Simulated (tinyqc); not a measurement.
CIS and TDHF on RHF in the sto-6g basis, for Li+, spin multiplicity 1, step by step. One step of it, computed by the program tinyqc.

Problem. Iteration 1: building the Fock matrix. J_ij = sum D_kl (ij|kl), K_ij = sum D_kl (ik|jl); F = H + J - 0.5 K; E = tr D H + tr D J / 2 - 0.25 tr D K + E_nn.

D at the start, lower triangle:
```
           1Li 1s    1Li 2s   1Li 2px   1Li 2py   1Li 2pz
1Li 1s   1.972494
1Li 2s   0.055076  0.001538
1Li 2px  0.000000  0.000000  0.000000
1Li 2py  0.000000  0.000000  0.000000  0.000000
1Li 2pz  0.000000  0.000000  0.000000  0.000000  0.000000
```

core Hamiltonian H = T + V (hartree), lower triangle:
```
            1Li 1s     1Li 2s    1Li 2px    1Li 2py    1Li 2pz
1Li 1s   -4.450402
1Li 2s   -0.939085  -1.093522
1Li 2px   0.000000   0.000000  -0.879985
1Li 2py   0.000000   0.000000   0.000000  -0.879985
1Li 2pz   0.000000   0.000000   0.000000   0.000000  -0.879985
```

Two-electron integrals (ij|kl) in chemists' order, unique and non-zero (hartree):
```
(11|11) 1.681247   (21|11) 0.242603   (21|21) 0.044507   (22|11) 0.397190
(22|21) 0.090279   (22|22) 0.290625   (31|31) 0.009437   (32|31) 0.014261
(32|32) 0.064236   (33|11) 0.397190   (33|21) 0.090279   (33|22) 0.290625
(33|33) 0.313125   (41|41) 0.009437   (42|41) 0.014261   (42|42) 0.064236
(43|43) 0.016875   (44|11) 0.397190   (44|21) 0.090279   (44|22) 0.290625
(44|33) 0.279374   (44|44) 0.313125   (51|51) 0.009437   (52|51) 0.014261
(52|52) 0.064236   (53|53) 0.016875   (54|54) 0.016875   (55|11) 0.397190
(55|21) 0.090279   (55|22) 0.290625   (55|33) 0.279374   (55|44) 0.279374
(55|55) 0.313125
```

nuclear repulsion = 0 hartree

Give: Coulomb J; exchange K; Fock matrix F; total energy of this density.

Solution.

Coulomb J (hartree), lower triangle:
```
         1Li 1s  1Li 2s  1Li 2px  1Li 2py  1Li 2pz
1Li 1s    3.344
1Li 2s    0.484   0.794
1Li 2px   0.000   0.000    0.794
1Li 2py   0.000   0.000    0.000    0.794
1Li 2pz   0.000   0.000    0.000    0.000    0.794
```

exchange K (hartree), lower triangle:
```
         1Li 1s  1Li 2s  1Li 2px  1Li 2py  1Li 2pz
1Li 1s    3.343
1Li 2s    0.503   0.098
1Li 2px   0.000   0.000    0.020
1Li 2py   0.000   0.000    0.000    0.020
1Li 2pz   0.000   0.000    0.000    0.000    0.020
```

Fock matrix F (hartree), lower triangle:
```
         1Li 1s  1Li 2s  1Li 2px  1Li 2py  1Li 2pz
1Li 1s   -2.778
1Li 2s   -0.707  -0.349
1Li 2px   0.000   0.000   -0.096
1Li 2py   0.000   0.000    0.000   -0.096
1Li 2pz   0.000   0.000    0.000    0.000   -0.096
```

total energy of this density = -7.22110 hartree
